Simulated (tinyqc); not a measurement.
Sheet resistance and Hall data of a diffused or implanted layer: one step, computed by the program tinyqc.

Carriers are taken equal to the net active doping down to the junction (full ionisation, which deep dopants in wide-gap hosts do not reach; no spill-over, no depletion), and the Hall factor is 1.

Problem. Profile. N(x) = N_0 erfc(x/l), dose N_0 l/sqrt(pi), junction x_j = l erfc^-1(N_B/N_0). Mobility mu = mu_min + (mu_max - mu_min)/(1 + (N_t/N_ref)^alpha), N_t = active doping + N_B; carriers n = active doping - N_B, all dopants active. sigma = e n mu.

Inputs (values chosen for the exercise, modelled on arsenic in silicon):
```
quantity                                 value        unit
mu_min                                    52.8  cm^2/(V s)
mu_max                                    1430  cm^2/(V s)
N_ref                                  9.4e+16      1/cm^3
exponent alpha                             0.7           -
peak concentration N_0                 1.6e+20      1/cm^3
length scale l                             310          nm
background doping N_B (opposite type)  7.6e+14      1/cm^3
```

Profile: complementary error function. Activation: complete.

Constants: e = 1.602176634e-19 C.

Give: Depth, doping, carriers, mobility and conductivity at 2, 10, 20, 35, 50, 65, 80, 90 and 98 % of the layer.

Solution.

Depth, doping, carriers, mobility and conductivity at 2, 10, 20, 35, 50, 65, 80, 90 and 98 % of the layer:
```
x (nm)  N (1/cm^3)  n (1/cm^3)  mu (cm^2/(V s))  sigma (S/cm)
20.1     1.483e+20   1.483e+20               61     1.443e+03
100.3    1.036e+20   1.036e+20               63     1.044e+03
200.6    5.762e+19   5.762e+19               68     6.281e+02
351.0    1.748e+19   1.748e+19               87     2.449e+02
501.5    3.544e+18   3.543e+18              153     8.708e+01
651.9    4.702e+17   4.694e+17              390     2.930e+01
802.4    4.029e+16   3.953e+16              936     5.926e+00
902.7    6.115e+15   5.355e+15             1240     1.064e+00
982.9    1.172e+15   4.120e+14             1345     8.876e-02
```

The mobility varies by a factor 22.2 across these points and the conductivity by 16300.
